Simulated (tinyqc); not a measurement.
From one set of inputs to another, one input at a time: microkinetic model of low-temperature epitaxy from hydride gases: adsorption, hydrogen desorption and rate control. Computed by tinyqc, a small Python program. Command: `OMP_NUM_THREADS=1 python tinyqc.py 3012617 3012618 out.jsonl hepi ladder`. One thread of a shared host (Intel(R) Xeon(R) Processor @ 2.30GHz), about 0.02 s of CPU time with the checks.

Each hydride molecule needs two free sites and leaves four hydrogen atoms, of which two leave at once as H2; theta is the hydrogen coverage, the site density is 6.78 per nm^2 and one layer is 1.358 angstrom thick.

The inputs printed are set A. Inputs not listed in the table keep their values of set A, so the rows need not describe a real material.

Inputs (values chosen for the exercise, close to those used for silane and germane on Si(001)):
```
quantity,value,unit
silane pressure p_S,0.13,Pa
sticking prefactor of silane s0,0.054,-
adsorption barrier E_s,0.19,eV
desorption prefactor nu_d,8.1e+11,1/s
desorption energy on silicon E_d,2.09,eV
hydrogen carrier pressure p_H,0,Pa
sticking of hydrogen s_H,5.7e-07,-
temperature T,510,C
germane pressure p_G,0.0014,Pa
sticking ratio of germane to silane r_G,2.9,-
"lowering of E_d per unit germanium fraction, dE",0.37,eV
```

Film: silicon-germanium. Order of hydrogen desorption: first.

Constants: k_B = 8.617333262e-05 eV/K; u = 1.6605390666e-27 kg; k_B = 1.380649e-23 J/K.

Method:
- Flux per site F = p/(sqrt(2 pi M k_B T) x 6.78e18 per m^2), M = 32.12 u (silane), 76.63 u (germane), 2.016 u (hydrogen); s = s0 exp(-E_s/(k_B T)); k_S = s F_S, k_G = r_G s F_G; germanium fraction x = k_G/(k_S + k_G); k = k_S + k_G; k_H = s_H F_H; k_d = nu_d exp(-(E_d - dE x)/(k_B T)).
- Temperatures in kelvin are T(C) + 273.15.
- With k the hydride and k_H the hydrogen adsorption rate on free pairs and k_d the desorption rate, steady state: 2 (k + k_H)(1 - theta)^2 = k_d theta; growth rate R = k (1 - theta)^2 layers/s; 1 layer/s = 8.148 nm/min.
- With c = 2 (k + k_H)/k_d the free share is 1 - theta = 2/(1 + sqrt(1 + 4c)).
- X_i = d ln R/d ln k_i at fixed other constants. With f = 1 - theta and a = 2/f + 1/theta: d ln f/d ln k_d = 1/(a f), so X_d = 2/(a f), X_k = 1 - X_d k/(k + k_H), X_H = -X_d k_H/(k + k_H); they sum to 1.

Each row keeps all changes above it:
```
input moved,from,to,hydrogen coverage theta,X_d (desorption),germanium fraction x
set A,-,-,8.839e-01,9.384e-01,0.0198
temperature T (C),510,800,2.710e-02,5.277e-02,0.0198
sticking prefactor of silane s0 and adsorption barrier E_s (eV),"0.054, 0.19","0.012, 0.18",6.990e-03,1.388e-02,0.0198
sticking ratio of germane to silane r_G,2.9,3.3,6.935e-03,1.377e-02,0.0225
germane pressure p_G (Pa),0.0014,0.055,2.134e-03,4.258e-03,0.4748
desorption prefactor nu_d (1/s) and desorption energy on silicon E_d (eV),"8.1e+11, 2.09","1.5e+12, 2.07",9.304e-04,1.859e-03,0.4748
"lowering of E_d per unit germanium fraction, dE (eV)",0.37,0.49,5.029e-04,1.005e-03,0.4748
```

Which inputs carry the difference?

Hydrogen coverage theta goes from 0.884 to 5.03e-4, a factor 5.69e-4 in all. The largest single move comes from temperature T (a factor 0.0307). X_d (desorption) goes from 0.938 to 0.00101, a factor 0.00107 in all. The largest single move comes from temperature T (a factor 0.0562). Germanium fraction x goes from 0.0198 to 0.475, a factor 24.0 in all. The largest single move comes from germane pressure p_G (a factor 21.1). The single moves hold for this order of the switches; the total does not depend on the order.

Caution (rows germane pressure p_G, desorption prefactor nu_d, lowering of E_d per unit germanium fraction, dE): layer thickness and site density of silicon are kept, and strain and surface segregation of germanium are ignored, which matters at this fraction.

Extremes, crossings and ranges named in words are read from the listed rows.
